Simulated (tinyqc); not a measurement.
Inside a calculation. Method: sp3 tight binding, zinc-blende lattice. Computed by tinyqc, a small Python program that keeps every step. Command: `OMP_NUM_THREADS=1 python tinyqc.py 25262 25263 out.jsonl` (the two numbers bound the seeds that draw the settings). One thread of a shared host (Intel(R) Xeon(R) Processor @ 2.60GHz), about 0.01 s of CPU time with the checks.

## Bloch Hamiltonian at k

Parameters chosen for this model: zinc-blende lattice, anion at 0, cation at a/4 (1,1,1); V = eta hbar^2 / (m d^2), hbar^2/m = 7.619964 eV angstrom^2:
```
parameter,value,unit
a,3.990000,angstrom
d,1.727721,angstrom
Es anion,-13.060000,eV
Ep anion,-6.610000,eV
Es cation,-13.060000,eV
Ep cation,-6.610000,eV
eta ss,-1.320000,
eta sp,1.420000,
eta pp sigma,2.220000,
eta pp pi,-0.630000,
V ss,-3.369611,eV
V sp,3.624885,eV
V pp sigma,5.667073,eV
V pp pi,-1.608224,eV
```

k point k (2 pi / a): 0.47000  -0.27000  0.14000

Slater-Koster rules over the four bonds with direction cosines (l, m, n): ss V_ss; s-px l V_sp; px-s -l V_sp; px-px l^2 V_pps + (1 - l^2) V_ppp; px-py l m (V_pps - V_ppp); each times exp(i k.d).

H(k) at k (eV):
```
,a s,a px,a py,a pz,c s,c px,c py,c pz
a s,-13.06000,0.00000,0.00000,0.00000,-8.86703-0.81431i,0.55582+5.01118i,-1.12013-2.48660i,2.26263+1.23101i
a px,0.00000,-6.61000,0.00000,0.00000,-0.55582-5.01118i,2.14958+0.19741i,2.62187+1.42645i,-1.29797-2.88139i
a py,0.00000,0.00000,-6.61000,0.00000,1.12013+2.48660i,2.62187+1.42645i,2.14958+0.19741i,0.64407+5.80679i
a pz,0.00000,0.00000,0.00000,-6.61000,-2.26263-1.23101i,-1.29797-2.88139i,0.64407+5.80679i,2.14958+0.19741i
c s,-8.86703+0.81431i,-0.55582+5.01118i,1.12013-2.48660i,-2.26263+1.23101i,-13.06000,0.00000,0.00000,0.00000
c px,0.55582-5.01118i,2.14958-0.19741i,2.62187-1.42645i,-1.29797+2.88139i,0.00000,-6.61000,0.00000,0.00000
c py,-1.12013+2.48660i,2.62187-1.42645i,2.14958-0.19741i,0.64407-5.80679i,0.00000,0.00000,-6.61000,0.00000
c pz,2.26263-1.23101i,-1.29797+2.88139i,0.64407-5.80679i,2.14958-0.19741i,0.00000,0.00000,0.00000,-6.61000
```

## Levels at k

Diagonalise the Hermitian matrix.

eigenvalues (eV): -23.92145  -15.51152  -13.63241  -12.32914  -1.57538  -1.24773  0.16925  2.26837

weights |c|^2 of the basis functions:
```
,band 1,band 2,band 3,band 4,band 5,band 6,band 7,band 8
a s,0.45154,0.09467,0.01520,0.02882,0.04989,0.27044,0.00675,0.08267
a px,0.03429,0.08618,0.03386,0.29182,0.39955,0.03022,0.00369,0.12039
a py,0.01085,0.14624,0.16742,0.16710,0.03400,0.05082,0.27788,0.14570
a pz,0.00331,0.17291,0.28352,0.01226,0.01656,0.14852,0.21168,0.15124
c s,0.45154,0.09467,0.01520,0.02882,0.04989,0.27044,0.00675,0.08267
c px,0.03429,0.08618,0.03386,0.29182,0.39955,0.03022,0.00369,0.12039
c py,0.01085,0.14624,0.16742,0.16710,0.03400,0.05082,0.27788,0.14570
c pz,0.00331,0.17291,0.28352,0.01226,0.01656,0.14852,0.21168,0.15124
```

## Bloch Hamiltonian at L

k point L (2 pi / a): 0.50000  0.50000  0.50000

As before.

H(k) at L (eV):
```
,a s,a px,a py,a pz,c s,c px,c py,c pz
a s,-13.06000,0.00000,0.00000,0.00000,-4.76535+4.76535i,-2.95971+2.95971i,-2.95971+2.95971i,-2.95971+2.95971i
a px,0.00000,-6.61000,0.00000,0.00000,2.95971-2.95971i,1.15524-1.15524i,-3.42961+3.42961i,-3.42961+3.42961i
a py,0.00000,0.00000,-6.61000,0.00000,2.95971-2.95971i,-3.42961+3.42961i,1.15524-1.15524i,-3.42961+3.42961i
a pz,0.00000,0.00000,0.00000,-6.61000,2.95971-2.95971i,-3.42961+3.42961i,-3.42961+3.42961i,1.15524-1.15524i
c s,-4.76535-4.76535i,2.95971+2.95971i,2.95971+2.95971i,2.95971+2.95971i,-13.06000,0.00000,0.00000,0.00000
c px,-2.95971-2.95971i,1.15524+1.15524i,-3.42961-3.42961i,-3.42961-3.42961i,0.00000,-6.61000,0.00000,0.00000
c py,-2.95971-2.95971i,-3.42961-3.42961i,1.15524+1.15524i,-3.42961-3.42961i,0.00000,0.00000,-6.61000,0.00000
c pz,-2.95971-2.95971i,-3.42961-3.42961i,-3.42961-3.42961i,1.15524+1.15524i,0.00000,0.00000,0.00000,-6.61000
```

## Levels at L

As before.

eigenvalues (eV): -22.03644  -18.86617  -13.09395  -13.09395  -2.13126  -0.12605  -0.12605  3.69386

## Bands along a path

The same steps at evenly spaced points between the labelled ones.

Bands along the path (eV):
```
k,band 1,band 2,band 3,band 4,band 5,band 6,band 7,band 8
L,-22.03644,-18.86617,-13.09395,-13.09395,-2.13126,-0.12605,-0.12605,3.69386
L-G 0.33,-23.83860,-16.41288,-12.45811,-12.45811,-1.78212,-0.76189,-0.76189,2.69361
L-G 0.67,-25.79644,-12.47353,-10.91323,-10.91323,-2.30677,-2.30677,-1.80272,0.73269
G,-26.53844,-9.87750,-9.87750,-9.87750,-3.34250,-3.34250,-3.34250,0.41844
G-X 0.33,-25.53790,-12.22532,-12.22532,-11.22129,-2.97504,-0.99468,-0.99468,0.39423
G-X 0.67,-22.75544,-15.16818,-15.16818,-14.59551,-2.02003,0.03098,1.94818,1.94818
X,-18.80604,-18.80604,-16.31040,-16.31040,-0.86396,-0.86396,3.09040,3.09040
X-W 0.33,-18.80604,-18.80604,-16.31040,-16.31040,-0.86396,-0.86396,3.09040,3.09040
X-W 0.67,-18.80604,-18.80604,-16.31040,-16.31040,-0.86396,-0.86396,3.09040,3.09040
W,-18.80604,-18.80604,-16.31040,-16.31040,-0.86396,-0.86396,3.09040,3.09040
```

With 4 band(s) filled, the highest filled level on these points lies at G and the lowest empty one at G: a gap of 6.5350 eV, direct.
